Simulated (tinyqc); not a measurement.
FCI on RHF in the sto-3g basis, for H3+, spin multiplicity 1, step by step. One step of it, computed by the program tinyqc.

Task: FCI: roots. Diagonalise (each vector has its largest component positive (the first on a tie)); all determinants have Ms = 0, so triplets appear too. The lowest singlet root is the correlation energy.

Occupation strings over the orbitals (2 doubly, a alpha, b beta, 0 empty; spin orbitals ordered 1a 1b 2a 2b ...): 200 ab0 a0b ba0 b0a 020 0ab 0ba 002

H - E(HF) between determinants (hartree), lower triangle:
```
          200        ab0        a0b        ba0        b0a        020        0ab        0ba
200  0.000000
ab0  0.000000   0.826126
a0b  0.000000   0.000000   0.827003
ba0  0.000000  -0.144034   0.000000   0.826126
b0a  0.000000   0.000000  -0.144032   0.000000   0.827003
020  0.144034   0.070256  -0.050719  -0.070256   0.050719   1.746736
0ab  0.000000  -0.050719  -0.070133   0.050725   0.070142  -0.000050   1.608604
0ba  0.000000   0.050725   0.070142  -0.050719  -0.070133   0.000050  -0.069428   1.608604
002  0.144032  -0.070142   0.050637   0.070142  -0.050637   0.069428   0.000050  -0.000050

          002
002  1.748317
```

Give: lowest roots of this matrix, relative to E(HF); lowest vectors; <S^2> of these roots; weight of the ground state by excitation level 0, 1, 2, ....

Result:

lowest roots of this matrix, relative to E(HF) (hartree): -0.023  0.682  0.683  0.930  0.931  1.539  1.718  1.718

lowest vectors:
```
     root 1  root 2  root 3  root 4
200   0.994   0.000   0.000   0.000
ab0   0.000   0.707   0.000   0.689
a0b   0.000   0.000   0.707   0.000
ba0   0.000   0.707   0.000  -0.689
b0a   0.000   0.000   0.707   0.000
020  -0.078   0.000   0.000  -0.129
0ab   0.000   0.000   0.000   0.093
0ba   0.000   0.000   0.000  -0.093
002  -0.078   0.000   0.000   0.129
```

<S^2> of these roots: 0.000  2.000  2.000  0.000  0.000  2.000  0.000  0.000

weight of the ground state by excitation level 0, 1, 2, ...: 0.988  0.000  0.012
